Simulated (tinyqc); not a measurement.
Hubbard chain of 4 sites, step by step. One step of it, computed by the program tinyqc.

Question. Mean-field iteration 3. H(up) = T + U n(down), H(down) = T + U n(up); fill the lowest levels; n(new) = n + mixing (n(out) - n); E = tr T (rho up + rho down) + U sum n_up n_down of the output.

one-body matrix (hopping and site energies) (eV), order 1, 2, 3, 4:
$$\begin{pmatrix}
0.000000 & -0.510000 & 0.000000 & 0.000000 \\
-0.510000 & 0.000000 & -0.510000 & 0.000000 \\
0.000000 & -0.510000 & 0.000000 & -0.510000 \\
0.000000 & 0.000000 & -0.510000 & 0.000000
\end{pmatrix}$$

U = 6.600000 eV

electrons, up and down: [3, 2]

mixing = 0.500000

n(up) after iteration 2: 1 0.924453, 2 0.704031, 3 0.852645, 4 0.518871

n(down) after iteration 2: 1 0.195511, 2 0.765253, 3 0.367561, 4 0.671676

Give: levels, up; levels, down; energy; n(up) after iteration 3; n(down) after iteration 3.

Answer.

levels, up (eV): [1.2182, 2.2244, 4.5352, 5.2223]

levels, down (eV): [3.3017, 4.3346, 5.8507, 6.3129]

energy = 6.9154 eV

n(up) after iteration 3: 1 0.9544, 2 0.3879, 3 0.9065, 4 0.7512

n(down) after iteration 3: 1 0.1320, 2 0.7968, 3 0.2537, 4 0.8175
